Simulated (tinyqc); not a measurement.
# Worked calculation: floating body of a partially depleted SOI transistor: body voltage and kink

Program tinyqc, `OMP_NUM_THREADS=1 python tinyqc.py 2182219 2182220 out.jsonl`; Intel Xeon 2.30GHz, shared host, one thread, about 0.2 s. Printed values are rounded.

Source at 0 V. Channel current Ic = 2 nf K Vt^2 [F(0) - F(Vd)](1 + la Vd), F(V) = ln^2(1 + exp((Vg - VT - nf V)/(2 nf Vt))), VT = VT0 - gb Vb. Saturation voltage Vs = 2 Vt sqrt(F(0)) + 3 Vt, excess Ve = (Vd - Vs + sqrt((Vd - Vs)^2 + 0.0004 V^2))/2, multiplication M1 = Ai Ve exp(-Bl/Ve). Each junction passes D(v) = J1 (exp(v/Vt) - 1) + J2 (exp(v/(2 Vt)) - 1). Bipolar current Ib = bb J1 (exp(Vb/Vt) - 1). The body settles where M1 (Ic + Ib) = D(Vb) + D(Vb - Vd) + Vb/Rb; drain current Id = (1 + M1)(Ic + Ib) - D(Vb - Vd).

Values chosen for this exercise; values of the order met in partially depleted silicon-on-insulator transistors:

| symbol | value | unit | meaning |
|---|---|---|---|
| T | 330 | K | temperature |
| VT0 | 0.49 | V | threshold at zero body voltage |
| gb | 0.16 |  | fall of the threshold per volt of body voltage |
| nf | 1.36 |  | slope factor |
| K | 380 | uA/(V^2 um) | gain factor per width |
| la | 0.09 | 1/V | channel-length modulation factor |
| Ai | 3.45 | 1/V | impact-ionisation prefactor |
| Bl | 6.1 | V | impact-ionisation voltage |
| J1 | 7.2e-11 | uA/um | diffusion saturation current of each junction |
| J2 | 1.7e-7 | uA/um | recombination saturation current of each junction |
| bb | 0.5 |  | gain of the lateral bipolar transistor on the diffusion current |
| Rb | 1e9 | kohm um | resistance of a weak body tie to the source (1e9 stands for no tie, and the term is then dropped) |
| Vg | 0.97 | V | gate voltage |
| Vd | 2.3 | V | drain voltage |

Constants: q = 1.602176634e-19 C, kB = 1.380649e-23 J/K, Vt = kB T/q. Results are converted to the units shown.

Range of the model: The multiplication law is an empirical form chosen for the exercise; self-heating and capacitive coupling to the body are left out, and the linear laws are rough once Vb passes about 0.7 V or M1 about 0.1.

## Starting value

Vb = 0.66 V.

Vb at the start = 0.66 V

## Iteration 1: new Vb

Current into the body I_in = M1 (Ic + Ib) - D(Vb - Vd), current out I_out = D(Vb) + Vb/Rb; f = ln(I_in/I_out), s = df/dVb by central differences over 1e-5 V, Vb(new) = Vb - f/s.

Ic = 57.8340 uA/um
Ve = 1.78413 V
M1 = 0.201546
I_in = 11.7434 uA/um
I_out = 0.883377 uA/um
f = 2.58729
s = -34.2826 1/V
Vb after iteration 1 = 0.735470 V

## Iteration 2: new Vb

As before.

Ic = 60.2423 uA/um
Ve = 1.77525 V
M1 = 0.197145
I_in = 13.0877 uA/um
I_out = 12.3577 uA/um
f = 0.0573917
s = -31.6191 1/V
Vb after iteration 2 = 0.737285 V

## Course of the iteration

Stop when the step is below 1e-10 V, or after 40 iterations.

Course of the iteration:
```
iteration	Vb before the step (V)	step (V)
1	0.66	0.0755
2	0.735470	1.82e-3
3	0.737285	5.27e-6
4	0.737290	4.60e-11
```

Converged in 4 iterations.

## Drain current with floating and with grounded body

converged Vb = 0.737290 V

Id and VT at the converged Vb, Id at Vb = 0, their ratio, and the bipolar share Ib/(Ic + Ib).

VT = 0.372034 V
Id, floating = 80.0233 uA/um
Id, grounded = 48.3041 uA/um
ratio = 1.65666
bipolar share = 9.79777 %

The body rises to 0.737 V and lowers the threshold by 118 mV.
